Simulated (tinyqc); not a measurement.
Interface traps from C-V curves, high-low and Terman methods: two steps of the calculation.

MOS capacitor on an n-type substrate; psi is the band bending, negative in depletion; only majority carriers are counted. At the bending psi the Fermi level lies y = xi - psi below the conduction edge at the surface, xi = Vt ln(Nc/Nd). Dit(y) = D0 + D1 exp(-y/E1); traps fill up to the Fermi level, follow the bias and a slow signal, and do not follow a fast one. V is the gate voltage from flat band.

Inputs (values chosen for the exercise); band and dielectric values close to those of silicon:
- T = 200 K (temperature)
- eps_r = 11.9 (relative permittivity)
- Nc = 1.5e19 cm^-3 (conduction-band density of states at T)
- Nd = 4.3e17 cm^-3 (donor density)
- EOT = 17 nm (equivalent oxide thickness)
- D0 = 2.1e10 cm^-2 eV^-1 (trap density far from the band edge)
- D1 = 2.5e11 cm^-2 eV^-1 (band-tail density at the conduction edge)
- E1 = 0.14 eV (decay energy of the tail)
- n = 7 (points)
- pa = -0.77 V (deepest band bending)
- pb = -0.026 V (shallowest band bending)

Constants: q = 1.602176634e-19 C, kB = 1.380649e-23 J/K, Vt = kB T/q, eps0 = 8.8541878128e-14 F/cm where lengths are in cm. Results are converted to the units shown.

Question 1. The curves. Cox = 3.9 eps0/EOT, LD = sqrt(eps0 eps_r Vt/(q Nd)), u = psi/Vt, Cd = (eps0 eps_r/(sqrt(2) LD)) |exp(u) - 1|/sqrt(exp(u) - u - 1). Ideal V0 = psi - sqrt(2) (eps0 eps_r Vt/LD) sqrt(exp(u) - u - 1)/Cox for psi < 0; the traps add dV = (q/Cox) times the integral of Dit from 0 to psi = (q/Cox) [D0 psi + D1 E1 exp(-xi/E1) (exp(psi/E1) - 1)]. 1/C_HF = 1/Cox + 1/Cd, 1/C_LF = 1/Cox + 1/(Cd + q Dit). Take n equally spaced psi from pa to pb.

Wanted: psi; y; Dit; V0; V; C_HF; C_LF; Cox.

Answer 1.

```
point	psi (V)	y (eV)	Dit (cm^-2 eV^-1)	V0 (V)	V (V)	C_HF (nF/cm^2)	C_LF (nF/cm^2)
0	-0.77000	0.83122	2.1660e10	-2.3975	-2.4280	105.52	106.31
1	-0.64600	0.70722	2.2600e10	-2.1334	-2.1618	110.07	110.82
2	-0.52200	0.58322	2.4879e10	-1.8547	-1.8807	115.58	116.31
3	-0.39800	0.45922	3.0406e10	-1.5555	-1.5789	122.52	123.28
4	-0.27400	0.33522	4.3807e10	-1.2245	-1.2444	131.88	132.73
5	-0.15000	0.21122	7.6299e10	-0.8335	-0.8477	146.28	147.23
6	-0.02600	0.08722	1.5509e11	-0.2364	-0.2398	176.09	176.52
```

Cox = 203.13 nF/cm^2

At the deepest bending the traps stretch the gate voltage from -2.40 to -2.43 V.

Question 2. High-low extraction. q Dit = (1/C_LF - 1/Cox)^(-1) - (1/C_HF - 1/Cox)^(-1) at each point.

```
point	C_HF (nF/cm^2)	C_LF (nF/cm^2)
0	105.51620	106.31102
1	110.06844	110.82224
2	115.57589	116.31018
3	122.51852	123.27844
4	131.87659	132.72978
5	146.28469	147.22608
6	176.08809	176.52127
```

Cox = 203.12549 nF/cm^2

Find: Dit by high-low.

Answer 2.

Dit by high-low, point 0 to 6 (cm^-2 eV^-1): 2.1660e10  2.2600e10  2.4879e10  3.0406e10  4.3807e10  7.6299e10  1.5509e11

tinyqc, about 0.01 s, one thread, Intel Xeon 2.30GHz (shared host): `OMP_NUM_THREADS=1 python tinyqc.py 2030115 2030116 out.jsonl`
